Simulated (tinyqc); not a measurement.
CIS and TDHF on RHF in the sto-3g basis, for H4, spin multiplicity 1, step by step. Computed by tinyqc, a small Python program that keeps every step (integrals from PySCF). Settings: charge = 0, multiplicity = 1, basis = sto-3g, method = RHF, energy threshold = 1e-10, iteration cap = 69, orthogonalisation = canonical, start = atomic densities, DIIS depth = 6, TDHF = 1. Command: `OMP_NUM_THREADS=1 python tinyqc.py 27624 27625 out.jsonl` (the two numbers bound the seeds that draw the settings). One thread of a shared host (Intel(R) Xeon(R) Processor @ 2.60GHz), about 0.05 s of CPU time with the checks. The early iterations of the SCF are left out here.

## One-electron integrals

Geometry (angstrom):
```
atom         x         y         z
H     0.000000  0.000000  0.000000
H     0.000000  0.000000  1.001000
H     0.000000  0.000000  2.688000
H     0.000000  0.000000  3.689000
```

Basis sto-3g: exponents (1/bohr^2) and contraction coefficients of normalised primitives:
```
element  l (shell)  exponent  coefficient
H            s (1)  3.425251     0.154329
H            s (1)  0.623914     0.535328
H            s (1)  0.168855     0.444635
```

Overlap, kinetic and nuclear-attraction integrals over the contracted functions; the nuclear repulsion is the sum of Za Zb / Rab.

nuclear repulsion = 1.90815694 hartree

overlap S, lower triangle:
```
          1H 1s     2H 1s     3H 1s     4H 1s
1H 1s  1.000000
2H 1s  0.495896  1.000000
3H 1s  0.034507  0.195083  1.000000
4H 1s  0.003835  0.034507  0.495896  1.000000
```

kinetic energy T (hartree), lower triangle:
```
           1H 1s      2H 1s     3H 1s     4H 1s
1H 1s   0.760032
2H 1s   0.110940   0.760032
3H 1s  -0.009310  -0.002082  0.760032
4H 1s  -0.002196  -0.009310  0.110940  0.760032
```

nuclear attraction V (hartree), lower triangle:
```
           1H 1s      2H 1s      3H 1s      4H 1s
1H 1s  -2.079392
2H 1s  -0.996758  -2.249072
3H 1s  -0.060084  -0.353441  -2.249072
4H 1s  -0.006366  -0.060084  -0.996758  -2.079392
```

core Hamiltonian H = T + V (hartree), lower triangle:
```
           1H 1s      2H 1s      3H 1s      4H 1s
1H 1s  -1.319360
2H 1s  -0.885818  -1.489041
3H 1s  -0.069395  -0.355523  -1.489041
4H 1s  -0.008562  -0.069395  -0.885818  -1.319360
```

## Two-electron integrals

Functions are numbered as in S; the eight-fold symmetry (ij|kl) = (ji|kl) = (kl|ij) leaves the list below.

Two-electron integrals (ij|kl) in chemists' order, unique and non-zero (hartree):
```
(11|11) 0.774606   (21|11) 0.308847   (21|21) 0.157452   (22|11) 0.477716
(22|21) 0.308847   (22|22) 0.774606   (31|11) 0.013480   (31|21) 0.007959
(31|22) 0.018702   (31|31) 0.000563   (32|11) 0.057375   (32|21) 0.037373
(32|22) 0.099296   (32|31) 0.003246   (32|32) 0.020766   (33|11) 0.196824
(33|21) 0.120890   (33|22) 0.310406   (33|31) 0.013480   (33|32) 0.099296
(33|33) 0.774606   (41|11) 0.001131   (41|21) 0.000705   (41|22) 0.001776
(41|31) 0.000059   (41|32) 0.000367   (41|33) 0.001776   (41|41) 0.000007
(42|11) 0.008107   (42|21) 0.005145   (42|22) 0.013480   (42|31) 0.000485
(42|32) 0.003246   (42|33) 0.018702   (42|41) 0.000059   (42|42) 0.000563
(43|11) 0.082699   (43|21) 0.049063   (43|22) 0.120890   (43|31) 0.005145
(43|32) 0.037373   (43|33) 0.308847   (43|41) 0.000705   (43|42) 0.007959
(43|43) 0.157452   (44|11) 0.143447   (44|21) 0.082699   (44|22) 0.196824
(44|31) 0.008107   (44|32) 0.057375   (44|33) 0.477716   (44|41) 0.001131
(44|42) 0.013480   (44|43) 0.308847   (44|44) 0.774606
```

## Orthogonalisation

S = U s U^T; canonical form X = U s^(-1/2), so that X^T S X = 1. Each column of U has its largest component positive (the first on a tie).

eigenvalues of S: 0.429347  0.560505  1.371735  1.638413

X:
```
               1          2          3         4
1H 1s  -0.681257   0.724681   0.468228  0.354279
2H 1s   0.836927  -0.605714   0.381136  0.423863
3H 1s  -0.836927  -0.605714  -0.381136  0.423863
4H 1s   0.681257   0.724681  -0.468228  0.354279
```

## Iteration 9 (converged): orbitals

converged F (hartree), lower triangle:
```
           1H 1s      2H 1s      3H 1s      4H 1s
1H 1s  -0.248624
2H 1s  -0.478314  -0.263460
3H 1s  -0.049786  -0.147415  -0.263460
4H 1s   0.001532  -0.049786  -0.478314  -0.248624
```

Diagonalise F' = X^T F X, C = X C', fill 2 alpha and 2 beta electrons from the bottom; D = 2 C_occ C_occ^T. Each column has its largest component positive (the first on a tie).

F' = X^T F X (hartree), lower triangle:
```
           1          2          3          4
1   0.582555
2   0.000000   0.366221
3  -0.027762   0.000000  -0.449299
4   0.000000  -0.013676   0.000000  -0.526872
```

orbital energies (hartree): MO1 -0.527082, MO2 -0.450046, MO3 0.366430, MO4 0.583302

coefficients C:
```
            MO1        MO2        MO3        MO4
1H 1s  0.365332   0.449749   0.719173  -0.693595
2H 1s  0.414541   0.403492  -0.612132   0.826381
3H 1s  0.414541  -0.403492  -0.612132  -0.826381
4H 1s  0.365332  -0.449749   0.719173   0.693595
```

D after iteration 9, lower triangle:
```
           1H 1s      2H 1s     3H 1s     4H 1s
1H 1s   0.671483
2H 1s   0.665830   0.669299
3H 1s  -0.060051   0.018077  0.669299
4H 1s  -0.137614  -0.060051  0.665830  0.671483
```

## Convergence

Stop when the energy changes by less than 1e-10 hartree and every element of the error matrix X^T (F D S - S D F) X is below 3e-06.

Course of the cycle:
```
iteration  E (hartree)     change  largest element of the error matrix
1          -1.42744724          -                             2.34e-02
2          -2.12662877  -6.99e-01                             3.95e-02
3          -2.12372373   2.91e-03                             7.07e-02
4          -2.12792912  -4.21e-03                             1.10e-02
5          -2.12802838  -9.93e-05                             2.30e-03
6          -2.12803193  -3.55e-06                             1.05e-03
7          -2.12803250  -5.67e-07                             6.66e-04
8          -2.12803288  -3.78e-07                             8.63e-06
9          -2.12803288  -5.56e-11                             1.63e-06
```

PySCF RHF in the same basis = -2.12803288 hartree

Converged in 9 iterations.

## Integrals over molecular orbitals

(pq|rs) = sum C_ip C_jq C_kr C_ls (ij|kl), one index at a time.

one-electron integrals over orbitals h = C^T H C (hartree), lower triangle:
```
           1          2          3          4
1  -1.567069
2   0.000000  -1.491993
3   0.096024   0.000000  -1.073916
4   0.000000  -0.088028   0.000000  -0.937544
```

Two-electron integrals over orbitals (pq|rs), unique and non-zero (hartree):
```
(11|11) 0.418696    (21|21) 0.207116    (22|11) 0.414204    (22|22) 0.420656
(31|11) -0.035071   (31|22) -0.003341   (31|31) 0.105959    (32|21) 0.054272
(32|32) 0.099516    (33|11) 0.410749    (33|22) 0.412162    (33|31) -0.008601
(33|33) 0.427007    (41|21) 0.013050    (41|32) -0.084634   (41|41) 0.091875
(42|11) 0.043387    (42|22) 0.014305    (42|31) -0.105411   (42|33) 0.011718
(42|42) 0.109389    (43|21) -0.201967   (43|32) -0.056190   (43|41) -0.010935
(43|43) 0.214629    (44|11) 0.432779    (44|22) 0.428276    (44|31) -0.038834
(44|33) 0.439210    (44|42) 0.046967    (44|44) 0.467290
```

## CIS matrix, singlets

A(ia,jb) = (e_a - e_i) d_ij d_ab + 2 (ia|jb) - (ij|ab).

CIS matrix A, singlet (hartree), lower triangle:
```
           1>3       1>4       2>3       2>4
1>3   0.694680
1>4   0.000000  0.861354
2>3   0.000000  0.032700  0.603347
2>4  -0.008855  0.000000  0.000000  0.823850
```

## CIS singlet states

dipole integrals <i|r|a> (bohr):
```
            x         y          z
1>3  0.000000  0.000000   0.000000
1>4  0.000000  0.000000   0.676602
2>3  0.000000  0.000000  -1.467975
2>4  0.000000  0.000000   0.000000
```

Diagonalise A (1 hartree = 27.211386 eV); each vector has its largest component positive (the first on a tie). The transition dipole is mu = sqrt2 sum c_ia <i|r|a>.

singlet excitation energies (eV): 16.306882  18.886774  22.434530  23.549652

lowest vectors:
```
       state 1   state 2    state 3   state 4
1>3   0.000000  0.997680  -0.068079  0.000000
1>4  -0.123808  0.000000   0.000000  0.992306
2>3   0.992306  0.000000   0.000000  0.123808
2>4   0.000000  0.068079   0.997680  0.000000
```

oscillator strengths 2/3 w |mu|^2: 1.896069  0.000000  0.000000  0.276656

## TDHF (RPA) singlet states

B(ia,jb) = 2 (ia|jb) - (ib|ja); the squared energies are the eigenvalues of (A - B)(A + B); 1 hartree = 27.211386 eV.

TDHF matrix B, singlet (hartree), lower triangle:
```
           1>3        1>4       2>3       2>4
1>3   0.105959
1>4   0.000000   0.091875
2>3   0.000000  -0.063856  0.099516
2>4  -0.126189   0.000000  0.000000  0.109389
```

squared energies w^2 (hartree^2): 0.342479  0.455899  0.650526  0.739117

TDHF energies from the positive w^2 (eV): 15.924578  18.373213  21.947392  23.394153

## CIS matrix, triplets

A(ia,jb) = (e_a - e_i) d_ij d_ab - (ij|ab).

CIS matrix A, triplet (hartree), lower triangle:
```
          1>3       1>4       2>3       2>4
1>3  0.482763
1>4  0.000000  0.677604
2>3  0.000000  0.201967  0.404314
2>4  0.201967  0.000000  0.000000  0.605072
```

## CIS triplet states

Diagonalise A (1 hartree = 27.211386 eV); each vector has its largest component positive (the first on a tie).

triplet excitation energies (eV): 8.084757  9.058509  20.542971  21.355737

lowest vectors:
```
       state 1    state 2   state 3   state 4
1>3   0.000000   0.803057  0.595903  0.000000
1>4  -0.468847   0.000000  0.000000  0.883279
2>3   0.883279   0.000000  0.000000  0.468847
2>4   0.000000  -0.595903  0.803057  0.000000
```

## TDHF (RPA) triplet states

B(ia,jb) = - (ib|ja); the squared energies are the eigenvalues of (A - B)(A + B); 1 hartree = 27.211386 eV.

TDHF matrix B, triplet (hartree), lower triangle:
```
           1>3        1>4        2>3        2>4
1>3  -0.105959
1>4   0.000000  -0.091875
2>3   0.000000   0.105411  -0.099516
2>4   0.084634   0.000000   0.000000  -0.109389
```

squared energies w^2 (hartree^2): 0.051992  0.074905  0.568329  0.611639

TDHF energies from the positive w^2 (eV): 6.204681  7.447436  20.514012  21.281307
